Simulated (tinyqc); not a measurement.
Efficiency against current: defect, radiative and Auger recombination at equal electron and hole densities (ABC model).

J/(e d) = Ae n + B n^2 + C n^3 with Ae = A + 4 S/w (four side walls, carriers spread evenly), e = 1.602176634e-19 C, lengths in cm; internal efficiency IQE = B n^2/(Ae n + B n^2 + C n^3); all injected carriers recombine in the layer.

Parameters, chosen for this exercise (orders of magnitude like those quoted for Ge; not measured data): A = 27000 1/s (defect rate); B = 6.2e-14 cm^3/s (radiative coefficient); C = 2.1e-31 cm^6/s (Auger coefficient); S = 0 cm/s (recombination velocity of the side walls); w = 78 micrometre (side of the square mesa); d = 310 nm (active thickness).

The slope is d ln(B n^2)/d ln J = 2 (Ae + B n + C n^2)/(Ae + 2 B n + 3 C n^2).

Results:

| J (A/cm^2) | n (1/cm^3) | IQE | slope | differential lifetime (ns) |
|---|---|---|---|---|
| 0.00010 | 7.44e+14 | 0.00171 | 1.997 | 3.69e+04 |
| 0.00050 | 3.70e+15 | 0.00842 | 1.983 | 3.64e+04 |
| 0.0020 | 1.44e+16 | 0.0320 | 1.932 | 3.46e+04 |
| 0.0080 | 5.23e+16 | 0.105 | 1.751 | 2.84e+04 |
| 0.030 | 1.48e+17 | 0.225 | 1.378 | 1.69e+04 |
| 0.10 | 3.06e+17 | 0.289 | 1.059 | 8.06e+03 |
| 0.50 | 6.48e+17 | 0.259 | 0.835 | 2.69e+03 |
| 2.0 | 1.12e+18 | 0.193 | 0.753 | 1.05e+03 |
| 8.0 | 1.86e+18 | 0.133 | 0.713 | 411 |
| 30 | 2.96e+18 | 0.0896 | 0.693 | 170 |

IQE peaks at 0.292 for J = 0.136 A/cm^2, where the slope passes 1. It is 0.00171 at the lowest current and 0.0896 at the highest, a droop of 69 %. The slope runs from 2.00 to 0.69; its limits are 2 (defects alone), 1 (radiation alone) and 2/3 (Auger alone).

Run: tinyqc, `OMP_NUM_THREADS=1 python tinyqc.py 1652621 1652622 out.jsonl`; Intel(R) Xeon(R) Processor @ 2.30GHz, one thread, shared host; about 0.01 s of CPU time with all checks.
